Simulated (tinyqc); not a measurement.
Starting guesses with DIIS over 6 matrices: SCF starting guesses in the sto-6g basis, for BeH, spin multiplicity 2. Computed by the program tinyqc with PySCF. UHF with one setting changed at a time; a run stops when the energy changes by less than 1e-09 hartree and the error matrix is below 1e-5. Starts: the lowest orbitals of the core Hamiltonian, of the Wolfsberg-Helmholz matrix (K = 1.75), projected atomic densities, random orbitals, and the highest orbitals of the core Hamiltonian (a deliberately bad start).

Geometry (angstrom):
```
atom,x,y,z
Be,0.0000,0.0000,0.0000
H,0.0000,0.0000,1.3860
```

lowest solution found by these runs and by PySCF with stability checks = -15.091875 hartree

Largest element of the error matrix X^T (FDS - SDF) X:
```
iteration,core,Wolfsberg-Helmholz,atomic densities,random,highest core orbitals
1,1.9e-01,9.0e-02,2.0e-01,1.7e+00,6.9e-02
2,3.6e-02,3.0e-02,6.4e-02,2.4e-01,1.8e-01
3,1.5e-02,1.8e-02,3.1e-02,7.3e-02,1.7e-01
4,1.0e-02,1.1e-02,1.2e-02,2.8e-02,1.5e-01
5,5.8e-03,7.3e-03,6.3e-03,1.1e-02,1.5e-01
6,6.0e-04,3.4e-03,1.7e-03,5.8e-03,1.4e-01
8,1.3e-05,6.0e-05,3.3e-05,3.4e-04,1.4e-01
10,5.4e-07,7.3e-07,2.3e-08,3.0e-05,2.8e-02
14,-,-,-,-,2.1e-04
```

How each run ends:
```
run,iterations,E (hartree),state
core,10,-14.97848,higher
Wolfsberg-Helmholz,11,-14.97848,higher
atomic densities,10,-15.09187,lowest found
random,12,-15.09187,lowest found
highest core orbitals,18,-14.97848,higher
```

What does the comparison show, and why?

2 of 5 runs reach the lowest solution found, in 10 to 12 iterations (fastest: atomic densities). Ending on a higher stationary point: core, Wolfsberg-Helmholz, highest core orbitals; a small error matrix cannot reveal that, and an occupation fixed by the start is kept by symmetry or by the shape of the basin. The first errors are 2e-01, 9e-02, 2e-01, 2e+00, 7e-02; the deliberately bad start has the smallest one, so a small first error does not mark a good start.
